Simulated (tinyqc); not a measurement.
# Thin film between two gates, subbands and threshold shift from confinement: two studies

Undoped body with a flat potential across it, hard walls, transport along x. Three valley pairs (g = 2 each) with the longitudinal mass along x, y or z. Non-parabolicity enters the subband edges through E (1 + al E) = gamma, so E = 2 gamma/(1 + sqrt(1 + 4 al gamma)); motion within a subband is taken as parabolic with the band-edge mass. Energies are counted from the bulk band edge.

Values chosen for this exercise; masses close to those of silicon: temperature T = 300 K; longitudinal mass ml = 0.918 m0; transverse mass mt = 0.191 m0; non-parabolicity al = 0.5 1/eV; film thickness (along z) t = 8.5 nm; widening of the box by penetration into the insulator dl = 0.3 nm; gate capacitance per area of interface Cg = 3.8 uF/cm^2.

Constants: q = 1.602176634e-19 C, kB = 1.380649e-23 J/K, hbar = 1.054571817e-34 J s, m0 = 9.1093837015e-31 kg, Vt = kB T/q, hbar^2/(2 m0) = 0.0380998212 eV nm^2. Results are converted to the units shown.

Each table varies one quantity; the others keep the values above.

## Confinement against the film thickness

gamma = C (pi k/(t + dl))^2/mz, C = hbar^2/(2 m0). Each subband has N_k = g sqrt(mx my) m0 kB T/(pi hbar^2); without degeneracy n = exp(EF/Vt) sum N_k exp(-E_k/Vt). Classical value Nc times t, Nc = sum over valleys of 2 g (m m0 kB T/(2 pi hbar^2))^1.5 with m = (mx my mz)^(1/3). Threshold shift dVT = Vt ln(classical value/sum N_k exp(-E_k/Vt)). With degeneracy n = sum N_k F((EF - E_k)/Vt), F(x) = ln(1 + exp(x)); gate: Vg = EF + q n/(Cg P), P = 2 (both faces), summed over the 60 lowest subbands at most, with Vg counted from the value that would put EF at the bulk band edge of an empty body. The last two columns are for Vg = 0.6 V; sensitivity d(dVT)/dt by central differences between 0.99 and 1.01 times the value.

Confinement against the film thickness:

| t (nm) | E_1 (meV) | gap to the next edge (meV) | dVT (mV) | sensitivity (mV/nm) | n/P (cm^-2) | share of the lowest subband (%) |
|---|---|---|---|---|---|---|
| 2 | 74.65 | 197.9 | 82.11 | -49.87 | 9.646e12 | 98.35 |
| 2.7 | 44.52 | 123.4 | 59.26 | -21.11 | 1.066e13 | 79.79 |
| 3.6 | 26.58 | 75.90 | 45.35 | -12.29 | 1.174e13 | 54.27 |
| 4.7 | 16.25 | 47.27 | 33.56 | -9.251 | 1.250e13 | 37.89 |
| 6.3 | 9.360 | 27.57 | 22.20 | -5.168 | 1.309e13 | 26.84 |
| 8.4 | 5.397 | 16.02 | 14.72 | -2.401 | 1.350e13 | 19.82 |
| 11 | 3.203 | 9.548 | 10.33 | -1.188 | 1.382e13 | 14.95 |
| 15 | 1.748 | 5.227 | 7.058 | -0.5629 | 1.413e13 | 10.79 |
| 20 | 0.9935 | 2.975 | 5.029 | -0.2927 | 1.439e13 | 7.989 |

What does the comparison show?

As t grows from 2 to 20 nm, E_1 falls from 74.6 to 0.994 meV and dVT falls from 82.1 to 5.03 mV. E_1 goes as t^(-1.72) at the thin end (-2 for a parabolic band without penetration); a thickness error of 0.2 nm moves the threshold by 10 mV in the first row and 0.059 mV in the last. The charge per interface area rises from 9.65e12 to 1.44e13 cm^-2. For t = 2, 2.7 the body is too thin for bulk effective masses to be reliable. In every row the charge in the last two columns would bend the potential across the body noticeably, which is left out.

## Charge and subband filling against gate voltage

Same model as above.

Each subband has N_k = g sqrt(mx my) m0 kB T/(pi hbar^2). Cq = q dn/dEF.

Charge and subband filling against gate voltage:

| Vg (V) | EF - E_1 (eV) | n (cm^-2) | n/P (cm^-2) | share of the lowest subband (%) | Cq/(Cg P) | total C/(Cg P) |
|---|---|---|---|---|---|---|
| -0.14 | -0.1465 | 5.674e10 | 2.837e10 | 25.13 | 0.04623 | 0.04418 |
| -0.02 | -0.05925 | 1.612e12 | 8.059e11 | 24.64 | 1.278 | 0.5611 |
| 0.11 | -0.02303 | 6.060e12 | 3.030e12 | 23.41 | 4.475 | 0.8174 |
| 0.23 | -0.005634 | 1.093e13 | 5.464e12 | 22.28 | 7.514 | 0.8825 |
| 0.36 | 0.007410 | 1.648e13 | 8.238e12 | 21.20 | 10.51 | 0.9131 |
| 0.48 | 0.01683 | 2.172e13 | 1.086e13 | 20.34 | 12.99 | 0.9285 |
| 0.61 | 0.02540 | 2.748e13 | 1.374e13 | 19.52 | 15.38 | 0.9389 |
| 0.73 | 0.03231 | 3.284e13 | 1.642e13 | 18.86 | 17.36 | 0.9455 |
| 0.86 | 0.03904 | 3.869e13 | 1.935e13 | 18.23 | 19.30 | 0.9507 |

What does the comparison show?

EF passes E_1 = 0.00528 eV at Vg = 0.281 V. The share of the lowest subband falls from 25.1 to 18.2 % and the total capacitance rises from 0.0442 to 0.951 of Cg P. In the last row 5.2 % of an added gate voltage goes into raising EF (from the last two rows). For Vg = -0.02, 0.11, 0.23, 0.36, 0.48, 0.61, 0.73, 0.86 the charge would bend the potential across the body noticeably, which is left out.

tinyqc, about 0.06 s, one thread, Intel Xeon 2.30GHz (shared host): `OMP_NUM_THREADS=1 python tinyqc.py 2350091 2350092 out.jsonl`
